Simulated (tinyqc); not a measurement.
Inside a calculation: five-level k.p model folded onto the conduction band. Values are carried at full precision from step to step, so a last printed digit may differ when a step is redone from the rounded ones.

Second-order sums for the lowest conduction level at E: 1/m = 1 + Cm + (Ep/3)(2/E + 1/(E + Dso)) - (Ep2/3)(2/(E7 + D2 - E) + 1/(E7 - E)); g/2 = 1 + Cg - (Ep/3)(1/E - 1/(E + Dso)) - (Ep2/3)(1/(E7 - E) - 1/(E7 + D2 - E)). E is counted from the top of the valence band; E = Eg at the edge.

Constants: hbar^2/2m0 = 3.80998211 eV angstrom^2.

Inputs chosen for the exercise (near those of InP; not measured data):

| symbol | value | unit | meaning |
|---|---|---|---|
| Eg | 1.388 | eV | gap at Gamma to the s-like level |
| Dso | 0.108 | eV | spin-orbit splitting |
| Ep | 20.8 | eV | Kane energy |
| E7 | 4.67 | eV | upper Gamma7 conduction level, from the valence top |
| D2 | 0.07 | eV | its spin-orbit splitting, Gamma8 above Gamma7 |
| Ep2 | 4.2 | eV | Kane energy to the upper levels |
| Cm | -1.6 |  | remote term in 1/m |
| Cg | -0.02 |  | remote term in g/2 |
| k | 0.061 | 1/angstrom | wave vector along z |

## Mass and g factor term by term

Evaluate at E = Eg.

Terms:

| level | part of 1/m | part of g |
|---|---|---|
| free + remote | -0.6000 | 1.9600 |
| Gamma8 valence | 9.9904 | -9.9904 |
| Gamma7 valence | 4.6346 | 9.2692 |
| Gamma8 upper | -0.8353 | 0.8353 |
| Gamma7 upper | -0.4266 | -0.8531 |

m = 0.0784 m0
g = 1.221

The valence levels give 14.62 to 1/m and the upper levels take 1.26 away. In g the two valence terms nearly cancel when Dso is small against Eg; here Dso/Eg = 0.08 and they leave -0.721, the upper pair -0.018.

## The matrix at one k

For k along z and one spin sector the level c couples to four states. With c0 = hbar^2/2m0, P = sqrt(Ep c0), P2 = sqrt(Ep2 c0): diagonal Eg + (1 + Cm) c0 k^2 for c, and 0, -Dso, E7 + D2, E7 for lh, so, G8 up, G7 up (their own dispersion is left out); couplings of c: sqrt(2/3) P k to lh, sqrt(1/3) P k to so, sqrt(2/3) P2 k to G8 up, sqrt(1/3) P2 k to G7 up (phases chosen real).

Fill in the matrix.

H (eV):
```
             c       lh        so    G8 up    G7 up
c      1.37949  0.44338   0.31352  0.19924  0.14088
lh     0.44338        0         0        0        0
so     0.31352        0  -0.10800        0        0
G8 up  0.19924        0         0  4.74000        0
G7 up  0.14088        0         0        0  4.67000
```

## Exact folding onto c

Solve E = H_cc + S(E), S(E) = sum_j H_cj^2/(E - H_jj), from E = H_cc, by plain substitution and by Newton steps on E - H_cc - S(E). The weight of c in the state is Z = 1/(1 - dS/dE). The exact level is the third eigenvalue of H from below.

Iterates (eV):

| step | substitution | Newton |
|---|---|---|
| 0 | 1.37949 | 1.37949 |
| 1 | 1.57024 | 1.54491 |
| 2 | 1.54433 | 1.54715 |
| 3 | 1.54751 | 1.54716 |
| 4 | 1.54711 | 1.54716 |
| 5 | 1.54716 | 1.54716 |
| 6 | 1.54715 | 1.54716 |
| 7 | 1.54716 | 1.54716 |

exact level = 1.54716 eV
Z = 0.8897

Substitution multiplies the error by about dS/dE = 1 - 1/Z = -0.124 a step, so it alternates; after 7 steps it is off by 8.3e-08 eV, while Newton is within 1e-5 eV from step 2 on.

## Loewdin series

Expanding E = H_cc + S(E) about Eg in powers of k^2, with s_n = sum_j H_cj^2/(Eg - H_jj)^n: order k^2: e2 = (1 + Cm) c0 k^2 + s1; order k^4: e4 = -s2 e2; order k^6: e6 = s3 e2^2 + s2^2 e2.

Give each order and the partial sums, counted from Eg.

s1 (eV), s2 (no unit), s3 (1/eV); (1 + Cm) c0 k^2 is H_cc - Eg: 0.18945  0.15134  0.10126

e2, e4, e6 (eV): 0.18094  -0.02738  0.00746

partial sums (eV): 0.18094  0.15356  0.16102

The exact value is 0.15916 eV; the errors of the partial sums are +21.79, -5.60 and +1.86 meV.

## Checks

- Curvature of the exact level at small k against the sum for 1/m: both 12.763.

tinyqc: `OMP_NUM_THREADS=1 python tinyqc.py 1050428 1050429 out.jsonl`; about 0.01 s, one thread, shared Intel(R) Xeon(R) Processor @ 2.30GHz.
